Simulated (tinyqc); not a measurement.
Inside a calculation. Method: tight binding, honeycomb lattice. One step of it, computed by the program tinyqc.

Question. Levels at k. Diagonalise the Hermitian matrix.

H(k) at k (eV), order A, B:
```
[[0.000000, -0.212587-0.292601i],
 [-0.212587+0.292601i, 0.000000]]
```

Give: eigenvalues; weights |c|^2 of the basis functions.

Answer.

eigenvalues (eV): [-0.3617, 0.3617]

weights |c|^2 of the basis functions, order A, B:
```
[[0.5000, 0.5000],
 [0.5000, 0.5000]]
```
